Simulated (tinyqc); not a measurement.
Five-level k.p model folded onto the conduction band: one step. Exact folding onto c. Three cases, with inputs chosen for the exercise.

Question. Solve E = H_cc + S(E), S(E) = sum_j H_cj^2/(E - H_jj), from E = H_cc, by plain substitution and by Newton steps on E - H_cc - S(E). The weight of c in the state is Z = 1/(1 - dS/dE). The exact level is the third eigenvalue of H from below.

Case 1.

H (eV), rows c, lh, so, G8 up, G7 up and columns alike:
```
[[0.8027995, 0.1739070, 0.1229708, 0.0423346, 0.0299351],
 [0.1739070, 0, 0, 0, 0],
 [0.1229708, 0, -0.7480000, 0, 0],
 [0.0423346, 0, 0, 3.5700000, 0],
 [0.0299351, 0, 0, 0, 3.2100000]]
```

Case 2.

H (eV), rows c, lh, so, G8 up, G7 up and columns alike:
```
[[0.4132225, 0.1999892, 0.1414137, 0.0793449, 0.0561053],
 [0.1999892, 0, 0, 0, 0],
 [0.1414137, 0, -0.3930000, 0, 0],
 [0.0793449, 0, 0, 4.5300000, 0],
 [0.0561053, 0, 0, 0, 4.3700000]]
```

Case 3.

H (eV), rows c, lh, so, G8 up, G7 up and columns alike:
```
[[2.6795847, 1.0740984, 0.7595023, 0.3520652, 0.2489477],
 [1.0740984, 0, 0, 0, 0],
 [0.7595023, 0, -0.4040000, 0, 0],
 [0.3520652, 0, 0, 7.4400000, 0],
 [0.2489477, 0, 0, 0, 7.3400000]]
```

Give: Iterates (eV); exact level; Z.

Answer.

Case 1.

Iterates (eV):
```
step  substitution   Newton
0          0.80280  0.80280
1          0.84920  0.84684
2          0.84684  0.84695
3          0.84696  0.84695
4          0.84695  0.84695
5          0.84695  0.84695
6          0.84695  0.84695
7          0.84695  0.84695
```

exact level = 0.84695 eV
Z = 0.9537

Substitution multiplies the error by about dS/dE = 1 - 1/Z = -0.049 a step, so it alternates; after 7 steps it is off by 2.9e-11 eV, while Newton is within 1e-5 eV from step 2 on.

Case 2.

Iterates (eV):
```
step  substitution   Newton
0          0.41322  0.41322
1          0.53249  0.50746
2          0.50755  0.51119
3          0.51185  0.51120
4          0.51108  0.51120
5          0.51122  0.51120
6          0.51119  0.51120
7          0.51120  0.51120
```

exact level = 0.51120 eV
Z = 0.8488

Substitution multiplies the error by about dS/dE = 1 - 1/Z = -0.178 a step, so it alternates; after 7 steps it is off by 6.6e-07 eV, while Newton is within 1e-5 eV from step 2 on.

Case 3.

Iterates (eV):
```
step  substitution   Newton
0          2.67958  2.67958
1          3.25787  3.14986
2          3.14642  3.16233
3          3.16508  3.16234
4          3.16187  3.16234
5          3.16242  3.16234
6          3.16233  3.16234
7          3.16234  3.16234
```

exact level = 3.16234 eV
Z = 0.8539

Substitution multiplies the error by about dS/dE = 1 - 1/Z = -0.171 a step, so it alternates; after 7 steps it is off by 2.3e-06 eV, while Newton is within 1e-5 eV from step 2 on.

Computed by tinyqc, one run a case: `OMP_NUM_THREADS=1 python tinyqc.py N N+1 out.jsonl` with N = 1080375, 1080465, 1080473; one thread of a shared Intel(R) Xeon(R) Processor @ 2.30GHz, about 0.01 s a run at most.
